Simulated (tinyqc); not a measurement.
p-n diode with diffusion and depletion-layer recombination: one step of the calculation.

Abrupt junction in the depletion approximation, low injection, full ionisation, neutral widths fixed, ohmic contact on the p side. Vj is the junction voltage; where a series resistance Rs is given, V = Vj + J Rs is the terminal voltage.

Task. Recombination in the depleted layer. ni = sqrt(Nc Nv) exp(-Eg/(2 Vt)), Eg in volts. Vbi = Vt ln(Na Nd/ni^2), W = sqrt(2 eps0 eps_r (Vbi - Vj)(1/Na + 1/Nd)/q), xp = W Nd/(Na + Nd), xn = W Na/(Na + Nd); u(x) = q Na (x + xp)^2/(2 eps0 eps_r) for x < 0 and Vbi - Vj - q Nd (xn - x)^2/(2 eps0 eps_r) for x > 0; p = Na exp(-u/Vt), n = Nd exp((u - Vbi + Vj)/Vt); U = ni^2 (exp(Vj/Vt) - 1)/(tp (n + ni exp(Et/Vt)) + tn (p + ni exp(-Et/Vt))); J_scr = q times the integral of U from -xp to xn. Trapezoid rule on 12 equal steps.

Values chosen for this exercise; band and dielectric values close to those of indium phosphide:
```
symbol    value   unit                                               meaning
T           273      K                                           temperature
Eg         1.33     eV                                              band gap
eps_r      12.6                                        relative permittivity
Nc      4.96e17  cm^-3                conduction-band density of states at T
Nv      9.38e18  cm^-3                   valence-band density of states at T
Na       1.7e17  cm^-3                                      acceptor density
Nd       2.9e16  cm^-3                                         donor density
tn         3e-7      s                                     electron lifetime
tp         4e-9      s                                         hole lifetime
Et         0.01     eV                  trap level above the intrinsic level
Vj          0.6      V  junction voltage at which recombination is evaluated
```

Constants: q = 1.602176634e-19 C, kB = 1.380649e-23 J/K, Vt = kB T/q, eps0 = 8.8541878128e-14 F/cm where lengths are in cm. Results are converted to the units shown.

Give: W; x; u; n; p; U; J_scr.

Result.

W = 178.8 nm

```
point  x (nm)   u (V)  n (cm^-3)  p (cm^-3)  U (cm^-3 s^-1)
0       -26.1  0.0000    9.139e5   1.700e17        3.046e12
1       -11.2  0.0271    2.893e6   5.371e16        9.643e12
2         3.7  0.1064    8.426e7   1.844e15        2.809e14
3        18.6  0.1943    3.529e9   4.403e13        1.176e16
4        33.5  0.2729   9.974e10   1.558e12        3.322e17
5        48.4  0.3423   1.903e12   8.165e10        4.839e18
6        63.4  0.4024   2.450e13    6.341e9        1.555e18
7        78.3  0.4532   2.129e14    7.297e8        1.824e17
8        93.2  0.4949   1.249e15    1.244e8        3.110e16
9       108.1  0.5272   4.944e15    3.142e7        7.856e15
10      123.0  0.5504   1.321e16    1.176e7        2.940e15
11      137.9  0.5642   2.382e16    6.521e6        1.630e15
12      152.8  0.5689   2.900e16    5.357e6        1.339e15
```

J_scr = 1.663e-6 A/cm^2

Numbers from tinyqc (`OMP_NUM_THREADS=1 python tinyqc.py 2260006 2260007 out.jsonl`; about 0.01 s on one thread of a shared Intel Xeon 2.30GHz).
